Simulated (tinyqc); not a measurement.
What moves the results: configuration-coordinate model of carrier capture at a defect. A value that a table varies takes the place of the one given here.

Two parabolas of equal curvature k in one coordinate Q: with the carrier free at the band edge, U_f = k Q^2/2; with the carrier trapped, U_t = k (Q - dQ)^2/2 - ET. ER = k dQ^2/2, Huang-Rhys factor S = ER/hw, hw = 0.0646541 sqrt(k/M) eV for k in eV/angstrom^2 and M in u. The curves cross at a height Eb = (ER - ET)^2/(4 ER) above the free minimum.

Multiphonon factor for giving p = ET/hw phonons to the lattice: W = exp(-S (2 nb + 1)) ((nb + 1)/nb)^(p/2) I_p(x), nb = 1/(exp(hw/kT) - 1), x = 2 S sqrt(nb (nb + 1)), I_p the modified Bessel function. Classical limit: W = hw exp(-Eb/kT)/sqrt(4 pi ER kT). At T = 0: exp(-S) S^p/Gamma(p + 1).

Constants: kB = 8.617333262e-05 eV/K.

Inputs chosen for the exercise (of the size met at an oxide trap near a Si / SiO2 interface; not measured data): ET = 0.12 eV (thermal depth of the level below the band edge); ER = 1.4 eV (relaxation energy); hw = 0.04 eV (phonon energy of the mode); T = 200 K (temperature).

## Capture against temperature

The local activation energy is -d ln W/d(1/kT), by central differences with T changed by 1 %.

Against T:
```
T (K)  kT/hw  log10 W  log10 W, classical  activation energy (eV)
40     0.086  -11.345             -37.652                  0.0001
60     0.129  -11.302             -25.452                  0.0041
80     0.172  -11.062             -19.371                  0.0239
120    0.259   -9.939             -13.315                  0.0936
160    0.345   -8.668             -10.306                  0.1501
220    0.474   -7.164              -7.862                  0.1996
300    0.646   -5.848              -6.142                  0.2304
400    0.862   -4.845              -4.976                  0.2460
550    1.185   -3.986              -4.039                  0.2525
```

log10 W at T = 0 = -11.346
Eb = 0.2926 eV

How do the results move?

At 40 K log10 W is -11.35, against -11.35 at T = 0 and -37.7 classically; at 550 K the two forms differ by +0.05. The activation energy read from an Arrhenius plot goes from 0.000 eV at 40 K to 0.253 at 550 K, with its largest value 0.253 at 550 K, against Eb = 0.293 eV; the classical form itself gives Eb - kT/2. A measured slope therefore understates the barrier.

## Capture against depth of the level

ET is varied at fixed ER, hw and T, as by moving the band edge with alloying or pressure.

Against ET:
```
ET/ER  ET (eV)  Eb (eV)  log10 W  log10 W, classical
0.10     0.140   0.2835   -7.385              -8.283
0.25     0.350   0.1969   -5.317              -6.100
0.50     0.700   0.0875   -2.895              -3.344
0.75     1.050   0.0219   -1.589              -1.690
1.00     1.400   0.0000   -1.214              -1.139
1.25     1.750   0.0219   -1.619              -1.690
1.50     2.100   0.0875   -2.686              -3.344
2.00     2.800   0.3500   -6.470              -9.958
3.00     4.200   1.4000  -19.102             -36.417
```

How do the results move?

Capture is fastest at ET/ER = 1 among these rows, where the barrier vanishes or nearly so. The classical form is symmetric about ET = ER; the quantum one gives -2.90 at 0.5 and -2.69 at 1.5, against -3.34 for both. At ET = 3 ER it lies 17.3 decades above the classical value: deep levels capture by emitting many phonons, and the rate falls with depth by 9.0 decades per eV between the last two rows. Rows deeper than the gap of the host are formal.

## What each parameter does

Eb, log10 W and the full width 2.35482 sqrt(ER hw coth(hw/2kT)). Each row changes one parameter from the base and keeps the others.

Results:
```
case           Eb (eV)  log10 W  full width (eV)
base            0.2926   -7.607           0.6149
ET = 0.16 eV    0.2746   -7.167           0.6149
ER = 1.45 eV    0.3050   -7.896           0.6258
hw = 0.048 eV   0.2926   -7.194           0.6494
T = 230 K       0.2926   -6.963           0.6370
```

What does this show?

The largest shifts from the base row, up to three for each result and ties (the steps differ in size, so this ranks the rows, not the parameters). Eb (eV): ET -0.0180, ER +0.0124; unchanged at the printed digits by hw and T. log10 W: T +0.644, ET +0.440, hw +0.413. full width (eV): hw +0.0344, T +0.0220, ER +0.0109; unchanged at the printed digits by ET.

Run: tinyqc, `OMP_NUM_THREADS=1 python tinyqc.py 1480109 1480110 out.jsonl`; Intel(R) Xeon(R) Processor @ 2.30GHz, one thread, shared host; about 0.01 s of CPU time with all checks.
